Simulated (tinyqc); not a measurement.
Lossy on-chip transmission line with skin effect: two steps of the calculation.

A uniform line in a homogeneous dielectric: c = sqrt(er)/(c0 Z0), l = Z0 sqrt(er)/c0 (c0 = 299792458 m/s), g = w c td, w = 2 pi f. The resistance joins its limits as r = sqrt(r_dc^2 + r_hf^2), with r_dc = rho/(wd th), r_hf = kr rho/(2 delta (wd + th)), delta = sqrt(rho/(pi f mu0)), mu0 = 4 pi 1e-7 H/m; this is an interpolation, and internal inductance, up to 0.05 nH/mm at low frequency, is neglected.

Inputs (values chosen for the exercise):

| symbol | value | unit | meaning |
|---|---|---|---|
| wd | 1.3 | um | width of the strip |
| th | 1.1 | um | thickness of the strip |
| rho | 2.9 | uohm cm | resistivity |
| er | 2.7 |  | relative permittivity |
| td | 0.01 |  | loss tangent |
| Z0 | 40 | ohm | lossless impedance sqrt(l/c) |
| kr | 1.2 |  | factor for crowding and the return path |
| Rg | 50 | ohm | source resistance |
| RL | 50 | ohm | load resistance |
| CL | 300 | fF | load capacitance |
| f | 0.21 | GHz | frequency |

Question 1. Line constants. delta, r_dc, r_hf, r, l, c and g as defined.

Give: delta; r_dc; r_hf; r; l; c; g.

Answer 1.

delta = 5.9144 um
r_dc = 20.280 ohm/mm
r_hf = 1.2258 ohm/mm
r = 20.317 ohm/mm
l = 0.21924 nH/mm
c = 137.03 pF/m
g = 0.0018080 S/m

r is 1.00 times r_dc; the skin depth is 5.38 of the thickness.

Question 2. Reflection, input impedance and transfer. ZL = 1/(1/RL + i w CL); reflection (ZL - Zc)/(ZL + Zc); Zin = Zc (ZL + Zc tanh(gamma len))/(Zc + ZL tanh(gamma len)); H = V_load/V_source = [Zin/(Zin + Rg)]/[cosh(gamma len) + (Zc/ZL) sinh(gamma len)].

gamma len = 0.020528822+0.020616007i
Zc = 239.89584-234.15076i ohm

Find: ZL; reflection at the load; Zin; H; |H|.

Answer 2.

ZL = 49.980-0.989i ohm
reflection at the load = -0.78868+0.16460i
Zin = 59.720-1.112i ohm
H = 0.45548-0.00657i
|H| = -6.8297 dB

tinyqc, about 0.01 s, one thread, Intel Xeon 2.30GHz (shared host): `OMP_NUM_THREADS=1 python tinyqc.py 2810230 2810231 out.jsonl`
